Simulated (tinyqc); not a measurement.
# Changing the spring ratio k'/k at the defect

Model: vibrations of a mass or spring defect in a linear chain. Computed by tinyqc, a small Python program. Command: `OMP_NUM_THREADS=1 python tinyqc.py 3029295 3029296 out.jsonl localmode sweep`. One thread of a shared host (Intel(R) Xeon(R) Processor @ 2.30GHz), about 0.03 s of CPU time with the checks.

A ring of N atoms with nearest-neighbour springs k and motion along the chain. Atom 1 is the defect, of mass M', and its two springs are k'. Odd sites are A (the defect replaces an A atom), even sites B.

Inputs (values chosen for the exercise, for a model chain):
```
quantity           value           unit
spring constant k     10  eV/angstrom^2
mass M_A            69.5              u
mass M_B             253              u
defect mass M'      4.17              u
```

Host: diatomic.

Constants: nu for 1 eV/(angstrom^2 u) = 15.6333042 THz.

Method:
- Host bands: lambda from 0 to 2k/M(heavy) and from 2k/M(light) to 2k (1/M_A + 1/M_B).
- nu = 15.6333042 THz x sqrt(lambda), lambda in eV/(angstrom^2 u).
- D_ii = (sum of the two springs at i)/M_i, D_ij = -k_ij/sqrt(M_i M_j) for neighbours, closed into a ring.
- The same matrix for 120 atoms; amplitudes are the mass-weighted eigenvector, in size, relative to the defect, for the highest mode; its weight is the squared component of the normalised eigenvector on the defect.

One run for each value; columns: (1) spring ratio k'/k at the defect; (2) ratio to the top of the host band; (3) weight of the highest mode on the defect; (4) highest frequency, long ring (THz):
```
(1)    (2)     (3)    (4)
0.3  1.989  0.9913  18.83
0.6  2.813  0.9916  26.63
0.9  3.445  0.9917  32.62
1.2  3.977  0.9917  37.66
1.5  4.447  0.9917  42.11
1.8  4.871  0.9918  46.12
2.1  5.262  0.9918  49.82
2.4  5.625  0.9918  53.26
```

What does the table show?

Over the rows, ratio to the top of the host band rises from 1.99 to 5.62 (exponent d ln y / d ln x about 0.50 throughout); weight of the highest mode on the defect rises from 0.99127 to 0.99177; highest frequency, long ring (THz) rises from 18.8 to 53.3 (exponent d ln y / d ln x about 0.50 throughout).

Extremes, crossings and ranges named in words are read from the listed rows.
